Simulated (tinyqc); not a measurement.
Koster-Slater impurity in a tight-binding band, by Green functions and by supercells: one step, computed by the program tinyqc.

One orbital per site, e(k) = -2 t sum cos(k_i) over 2 direction(s), band from -4 t to 4 t, lattice constant 1. One site has the extra energy U. Spin is left out.

Problem. The host Green function outside the band. Outside the band G0(E) = (2/(pi E)) K(m), m = 16 t^2/E^2, K the complete elliptic integral with parameter m. A bound state solves 1/U = G0(E). Energies: 0.05, 0.2, 0.5, 1, 2, 4 and 8 t beyond the band edge on the side of U, rounded to four digits.

Inputs (values chosen for the exercise, for a model band): hopping t = 0.85 eV; impurity potential U = -2.18 eV.

Lattice: square.

Give: Scan on the side of U.

Solution.

Scan on the side of U:
```
E (eV)   G0 (1/eV)  1/U - G0 (1/eV)
-3.442     -0.6029           0.1442
-3.570     -0.4659           0.0071
-3.825     -0.3720          -0.0867
-4.250     -0.2989          -0.1598
-5.100     -0.2259          -0.2328
-6.800     -0.1578          -0.3009
-10.200    -0.1009          -0.3578
```

G0 diverges at the band edge, so any U binds a state, exponentially weakly when U is small.
